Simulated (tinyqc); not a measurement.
Ion-assisted plasma etching: sheath, surface coverage, synergy and aspect-ratio dependence. From vertical rate back to sheath voltage V. Computed by tinyqc, a small Python program. Command: `OMP_NUM_THREADS=1 python tinyqc.py 3028863 3028864 out.jsonl etch inv`. One thread of a shared host (Intel(R) Xeon(R) Processor @ 2.30GHz), about 0.03 s of CPU time with the checks.

Radicals adsorb on bare sites; ions remove covered sites with a high yield and bare sites by sputtering; a slow spontaneous reaction acts everywhere, walls included.

Inputs (values chosen for the exercise, close to those used for silicon dioxide in a fluorocarbon plasma):
```
quantity                                value       unit
plasma density n_e                      5e+10     1/cm^3
electron temperature T_e                  2.4         eV
ion mass M_i                               40          u
radical density n                     2.7e+12     1/cm^3
radical mass M_n                           31          u
gas temperature T_g                       400          K
sticking coefficient s                   0.35          -
radicals per removed unit x                 3          -
yield slope b                            0.22  eV^(-1/2)
threshold E_th                             13         eV
sputter slope b_p                       0.013  eV^(-1/2)
sputter threshold E_p                      29         eV
spontaneous reaction probability k_c  4.6e-05          -
solid density N                       2.2e+22     1/cm^3
ion temperature T_i                      0.67         eV
```

Feature: round hole.

Constants: e = 1.602176634e-19 C; u = 1.6605390666e-27 kg; k_B = 1.380649e-23 J/K; eps_0 = 8.8541878128e-12 F/m.

Method:
- Bohm speed u_B = sqrt(e T_e/M_i); ion flux G_i = 0.61 n_e u_B; radical flux G_n = n c/4 with c = sqrt(8 k_B T_g/(pi M_n)).
- Debye length lambda_D = sqrt(eps_0 T_e/(e n_s)) with n_s = 0.61 n_e, T_e in volts; Child-law sheath d = (sqrt2/3) lambda_D (2 V/T_e)^(3/4); ion energy E = V + T_e/2; angular spread = arctan(sqrt(T_i/E)).
- Yields: Y = b (sqrt(E) - sqrt(E_th)) on covered sites, Y_p = b_p (sqrt(E) - sqrt(E_p)) on bare ones (zero below threshold).
- Steady coverage: s G_n (1 - theta) = x Y G_i theta; removal flux = Y G_i theta + Y_p G_i (1 - theta) + k_c G_n; rate = flux/N, 1 cm/s = 6e8 nm/min.
- Lateral rate = k_c G_n/N; anisotropy = 1 - lateral/vertical; synergy = vertical/(ions alone + radicals alone), with ions alone Y_p G_i/N and radicals alone the lateral rate.

Problem. A run gave the result below. Find the sheath voltage V, known to lie between 270 and 570 V.

vertical rate = 125.8835 nm/min

Solution.

Each step takes the trial c = (a f_b - b f_a)/(f_b - f_a), f being the result less the target and a, b, c the logarithms of the listed values; c replaces end b, the old b replaces a if the sign of f changed, and otherwise f_a is halved.

Scan of the range:
```
sheath voltage V (V)  vertical rate (nm/min)
270                                  117.798
306                                  121.627
346                                  125.489
392                                  129.534
444                                  133.709
503                                  138.047
570                                  142.569
```

False position (Illinois rule, in the logarithm of the input) inside the bracket:
```
step    end a    end b    trial  vertical rate (nm/min)
1     346.000  392.000  350.239                 125.878
2     392.000  350.239  350.300                 125.883
3     392.000  350.300  350.301                 125.884
4     350.300  350.301  350.300                 125.883
```

Vertical rate rises at every point of a 13-point scan of the range (every second point is shown), so one value fits; it is bracketed by 346 and 392. Answer: sheath voltage V = 350.3 V.

Caution: a sheath of several millimetres is collisional at usual pressures, which lowers the ion energy and widens the angles.
